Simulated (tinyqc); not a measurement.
Worked calculation: empirical pseudopotential in a few plane waves. Computed by tinyqc, a small Python program that keeps every step. Settings: plane-wave index or count = 15. Command: `OMP_NUM_THREADS=1 python tinyqc.py 29367 29368 out.jsonl` (the two numbers bound the seeds that draw the settings). One thread of a shared host (Intel(R) Xeon(R) Processor @ 2.60GHz), about 0.2 s of CPU time with the checks.

## Bloch Hamiltonian at G

Parameters chosen for this model: fcc lattice, atoms at +/- a/8 (1,1,1); form factors in rydberg at |G|^2 in units of (2 pi/a)^2:
```
parameter                 value      unit
a                      6.010000  angstrom
VS(3)                 -0.214000        Ry
VS(8)                  0.017000        Ry
VS(11)                 0.041000        Ry
VA(3)                         0        Ry
VA(4)                         0        Ry
VA(11)                        0        Ry
hbar^2/2m (2 pi/a)^2   4.164220        eV
```

k point G (2 pi / a): [0, 0, 0]

Basis: the 15 shortest G (labels in 2 pi/a), the same at every k. H(G,G') = c |k + G|^2 delta + VS(|G-G'|^2) cos((G-G').tau) + i VA sin((G-G').tau), tau = a/8 (1,1,1); 1 Ry = 13.605693 eV.

H(k) at G (eV), order +0+0+0, -1-1-1, -1-1+1, -1+1-1, -1+1+1, +1-1-1, +1-1+1, +1+1-1, +1+1+1, -2+0+0, +0-2+0, +0+0-2, +0+0+2, +0+2+0, +2+0+0:
```
[[0.000000, 2.058825, -2.058825, -2.058825, -2.058825, -2.058825, -2.058825, -2.058825, 2.058825, 0.000000, 0.000000, 0.000000, 0.000000, 0.000000, 0.000000],
 [2.058825, 12.492661, 0.000000, 0.000000, -0.231297, 0.000000, -0.231297, -0.231297, 0.000000, -2.058825, -2.058825, -2.058825, -0.394448, -0.394448, -0.394448],
 [-2.058825, 0.000000, 12.492661, 0.231297, 0.000000, 0.231297, 0.000000, 0.000000, -0.231297, -2.058825, -2.058825, 0.394448, 2.058825, -0.394448, -0.394448],
 [-2.058825, 0.000000, 0.231297, 12.492661, 0.000000, 0.231297, 0.000000, 0.000000, -0.231297, -2.058825, 0.394448, -2.058825, -0.394448, 2.058825, -0.394448],
 [-2.058825, -0.231297, 0.000000, 0.000000, 12.492661, 0.000000, 0.231297, 0.231297, 0.000000, 2.058825, -0.394448, -0.394448, -2.058825, -2.058825, 0.394448],
 [-2.058825, 0.000000, 0.231297, 0.231297, 0.000000, 12.492661, 0.000000, 0.000000, -0.231297, 0.394448, -2.058825, -2.058825, -0.394448, -0.394448, 2.058825],
 [-2.058825, -0.231297, 0.000000, 0.000000, 0.231297, 0.000000, 12.492661, 0.231297, 0.000000, -0.394448, 2.058825, -0.394448, -2.058825, 0.394448, -2.058825],
 [-2.058825, -0.231297, 0.000000, 0.000000, 0.231297, 0.000000, 0.231297, 12.492661, 0.000000, -0.394448, -0.394448, 2.058825, 0.394448, -2.058825, -2.058825],
 [2.058825, 0.000000, -0.231297, -0.231297, 0.000000, -0.231297, 0.000000, 0.000000, 12.492661, -0.394448, -0.394448, -0.394448, -2.058825, -2.058825, -2.058825],
 [0.000000, -2.058825, -2.058825, -2.058825, 2.058825, 0.394448, -0.394448, -0.394448, -0.394448, 16.656882, 0.231297, 0.231297, -0.231297, -0.231297, 0.000000],
 [0.000000, -2.058825, -2.058825, 0.394448, -0.394448, -2.058825, 2.058825, -0.394448, -0.394448, 0.231297, 16.656882, 0.231297, -0.231297, 0.000000, -0.231297],
 [0.000000, -2.058825, 0.394448, -2.058825, -0.394448, -2.058825, -0.394448, 2.058825, -0.394448, 0.231297, 0.231297, 16.656882, 0.000000, -0.231297, -0.231297],
 [0.000000, -0.394448, 2.058825, -0.394448, -2.058825, -0.394448, -2.058825, 0.394448, -2.058825, -0.231297, -0.231297, 0.000000, 16.656882, 0.231297, 0.231297],
 [0.000000, -0.394448, -0.394448, 2.058825, -2.058825, -0.394448, 0.394448, -2.058825, -2.058825, -0.231297, 0.000000, -0.231297, 0.231297, 16.656882, 0.231297],
 [0.000000, -0.394448, -0.394448, -0.394448, 0.394448, 2.058825, -2.058825, -2.058825, -2.058825, 0.000000, -0.231297, -0.231297, 0.231297, 0.231297, 16.656882]]
```

## Levels at G

Diagonalise the Hermitian matrix.

eigenvalues (eV): [-2.203392, 9.082848, 9.082848, 9.082848, 9.214062, 12.261365, 12.261365, 12.261365, 15.389944, 16.194288, 16.194288, 19.835398, 19.835398, 19.835398, 21.554559]

## Bands along a path

The same steps at evenly spaced points between the labelled ones.

Bands along the path (eV), lowest eight:
```
k            band 1    band 2    band 3    band 4     band 5     band 6     band 7     band 8
L         -0.158975  2.614638  8.297522  8.297522   9.902321  13.109429  13.109429  16.364441
L-G 0.20  -0.660527  3.260458  8.298238  8.298238   9.928988  13.049761  13.049761  16.496258
L-G 0.40  -1.281046  4.446669  8.438032  8.438032  10.126491  13.081065  13.081065  15.348448
L-G 0.60  -1.782393  5.909668  8.683787  8.683787  10.404453  12.911035  12.911035  13.646511
L-G 0.80  -2.096862  7.526824  8.953502  8.953502  10.317286  12.471545  12.487630  12.487630
G         -2.203392  9.082848  9.082848  9.082848   9.214062  12.261365  12.261365  12.261365
G-X 0.20  -2.061036  7.424177  8.712863  8.712863  10.870359  11.805927  12.855182  12.855182
G-X 0.40  -1.636290  5.786496  8.053566  8.053566  11.084920  11.990973  14.175266  14.175266
G-X 0.60  -0.936417  4.250736  7.506841  7.506841  10.577083  11.460543  15.798736  15.798736
G-X 0.80   0.025554  2.835340  7.197372  7.197372  10.407606  10.627106  17.596756  17.596756
X          1.229873  1.572610  7.168907  7.168907  10.114183  10.629248  19.555909  19.555909
```

With 4 band(s) filled, the highest filled level on these points lies at G and the lowest empty one at G: a gap of 0.1312 eV, direct. This holds for the small fixed basis; with all plane waves up to |k + G|^2 = 21 (2 pi/a)^2 the gap along the path is 0.67 eV.

## Convergence with the number of plane waves

Levels at G counted from the fourth one.

Levels (eV):
```
plane waves     level 1   level 5   level 8
9            -14.464757         0  0.925187
15           -11.286241  0.131214  3.178516
27           -10.819041  0.601858  2.888030
51           -10.770850  0.720459  3.014303
59           -10.777203  0.747754  2.898637
65           -10.783925  0.747754  2.885091
89           -10.770830  0.739725  2.895478
```
